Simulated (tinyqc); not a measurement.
Ranking of structures: pair-potential crystal by lattice sums. Computed by tinyqc, a small Python program. Command: `OMP_NUM_THREADS=1 python tinyqc.py 3006998 3006999 out.jsonl pairsum walk`. One thread of a shared host (Intel(R) Xeon(R) Processor @ 2.30GHz), about 0.01 s of CPU time with the checks.

Energy per atom E = (1/2) sum over neighbours of phi(r); d is the nearest-neighbour distance.

Inputs (values chosen for the exercise, for model atoms):
```
quantity,value,unit
well depth eps,0.674,eV
pair minimum r0,3.72,angstrom
cut-off r_c/r0,2.74,-
repulsive exponent n,12,-
attractive exponent m,6,-
```

Potential: Mie n-m. Structure: fcc.

Constants: 1 eV/angstrom^3 = 160.2176634 GPa.

Method:
- phi0(r) = eps [m (r0/r)^n - n (r0/r)^m]/(n - m); shifted-force cut-off: phi(r) = phi0(r) - phi0(r_c) - (r - r_c) phi0'(r_c) for r < r_c, zero beyond.
- Shells (distance in units of d, count): fcc 1.0000 (12), 1.4142 (6), 1.7321 (24), 2.0000 (12), 2.2361 (24), 2.4495 (8), 2.6458 (48), 2.8284 (6), 3.0000 (36), 3.1623 (24); hcp 1.0000 (12), 1.4142 (6), 1.6330 (2), 1.7321 (18), 1.9149 (12), 2.0000 (6), 2.2361 (12), 2.3805 (12), 2.4495 (6), 2.5166 (6), 2.5820 (12), 2.6458 (24), 2.7080 (6), 2.8868 (12), 3.0000 (12), 3.1091 (24), 3.1623 (12); bcc 1.0000 (8), 1.1547 (6), 1.6330 (12), 1.9149 (24), 2.0000 (8), 2.3094 (6), 2.5166 (24), 2.5820 (24), 2.8284 (24), 3.0000 (32); sc 1.0000 (6), 1.4142 (12), 1.7321 (8), 2.0000 (6), 2.2361 (24), 2.4495 (24), 2.8284 (12), 3.0000 (30), 3.1623 (24); diamond 1.0000 (4), 1.6330 (12), 1.9149 (12), 2.3094 (6), 2.5166 (12), 2.8284 (24), 3.0000 (16). Volumes per atom in d^3: fcc 0.70711, hcp 0.70711, bcc 0.76980, sc 1.00000, diamond 1.53960; hcp has the ideal c/a. Every shell inside the cut-off is summed.
- Equilibrium: dE/dd = 0 at the lowest minimum with d between 0.78 r0 and 1.45 r0; B = d^2 E''(d)/(9 Omega).

Each structure at its own equilibrium:
```
structure,neighbours,d (angstrom),E (eV/atom),volume (angstrom^3),B (GPa)
fcc,12,3.6328,-5.0785,33.901,201.88
hcp,12,3.6327,-5.0790,33.898,202.00
bcc,8,3.5609,-4.8450,34.758,187.80
sc,6,3.5586,-3.2939,45.064,99.44
diamond,4,3.6019,-1.8486,71.948,34.81
```

The order is hcp < fcc < bcc < sc < diamond; hcp lies 0.49 meV below fcc. fcc (-5.078532 eV) and hcp (-5.079021 eV) share two shells and differ from the third on. Pair forces reward the number of bonds: diamond reaches only 36 % of the best binding. Caution: each structure is relaxed in d alone and may be unstable against shear; the tiny fcc-hcp difference depends on the cut-off.

Extremes, crossings and ranges named in words are read from the listed rows.
